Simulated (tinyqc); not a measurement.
Threshold-voltage variability of a planar MOSFET, analytic estimates: two steps of the calculation.

Three independent sources add in quadrature: random dopants in the depleted layer, metal-gate grains of two orientations, and roughness of the two gate edges acting through the roll-off VT = VT(long) - Vr exp(-L/l). These are first-order estimates: no three-dimensional electrostatics, no percolation.

Parameters, values chosen for the exercise; material values close to those of silicon:
- T = 273 K (temperature)
- Eg = 1.11 eV (band gap)
- eps_r = 11.6 (relative permittivity of the semiconductor)
- Nc = 2.4e19 cm^-3 (conduction-band density of states at T)
- Nv = 2.34e19 cm^-3 (valence-band density of states at T)
- Na = 1.2e18 cm^-3 (channel doping)
- ti = 1 nm (oxide-equivalent thickness in inversion)
- L = 45 nm (gate length)
- W = 50 nm (gate width)
- n = 1.13 (subthreshold factor)
- gI = 20 1/V (gm/I of a matched pair)
- sb = 2.2 % (spread of the gain factor of one device)

Constants: q = 1.602176634e-19 C, kB = 1.380649e-23 J/K, Vt = kB T/q, eps0 = 8.8541878128e-14 F/cm where lengths are in cm. Results are converted to the units shown.

Question 1. Random dopants. ni = sqrt(Nc Nv) exp(-Eg/(2 Vt)), Eg in volts; Cox = 3.9 eps0/ti; Wd = sqrt(4 eps0 eps_r Vt ln(Na/ni)/(q Na)); dopants: s1 = (q/Cox) sqrt(Na Wd/(3 L W)). The slope A1 = s1 sqrt(L W); mean number of dopants Na L W Wd.

Find: Cox; Wd; mean number of dopants; A1; s1.

Answer 1.

Cox = 3.453 uF/cm^2
Wd = 32.19 nm
mean number of dopants = 86.90
A1 = 0.5265 mV um
s1 = 11.10 mV

Counting alone, 1/sqrt(N) of the depletion voltage q Na Wd/Cox = 179 mV, would give sqrt(3) times more: dopants deep in the layer act less on the surface.

Question 2. Total spread, mismatch and leakage. s = sqrt(s1^2 + s2^2 + s3^2). For a pair: s(dVT) = sqrt(2) s; current mismatch sqrt(2) sqrt((gI s)^2 + sb^2); input offset = current mismatch/gI. For a Gaussian VT the off current is log-normal with mean/median = exp(s^2/(2 (n Vt)^2)).

s1 = 11.098779 mV
s2 = 5.1639778 mV
s3 = 0.48794255 mV

Wanted: s; s(dVT); current mismatch; input offset; mean/median of Ioff.

Answer 2.

s = 12.251 mV
s(dVT) = 17.326 mV
current mismatch = 34.791 %
input offset = 17.395 mV
mean/median of Ioff = 1.1120

Program tinyqc, `OMP_NUM_THREADS=1 python tinyqc.py 2090001 2090002 out.jsonl`; Intel Xeon 2.30GHz, shared host, one thread, about 0.01 s.
